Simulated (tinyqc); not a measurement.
Transient enhanced diffusion after implantation: plus-n interstitials, dissolving clusters and loss to the surface: one step, computed by the program tinyqc. Command: `OMP_NUM_THREADS=1 python tinyqc.py 3031141 3031142 out.jsonl ted walk`. One thread of a shared host (Intel(R) Xeon(R) Processor @ 2.30GHz), about 0.01 s of CPU time with the checks.

The implant leaves n Q interstitials in clusters at depth R_p. While clusters last they hold the free interstitials at a supersaturation S = C_I/C_I*; interstitials drain to the surface, and the part f_I of the dopant diffusion that uses interstitials speeds up in proportion to S.

Question. Duration and total effect at this temperature. The clusters last tau = n Q/J. If they dissolve fully at this T, the extra budget is (D/D* - 1) D* tau.

Inputs (values chosen for the exercise, modelled on indium in silicon): implant dose Q = 3.7e+13 1/cm^2; interstitials kept per ion n = 2; anneal (peak) temperature T = 725 C.

Anneal: isothermal.

flux J = 2.828752e+10 1/(cm^2 s)

enhancement D/D* = 15263.99

equilibrium diffusivity D* = 5.583845e-19 cm^2/s

Give: duration tau; extra budget if complete.

Answer.

duration tau = 2616.0 s

extra budget if complete = 2.2295e-11 cm^2
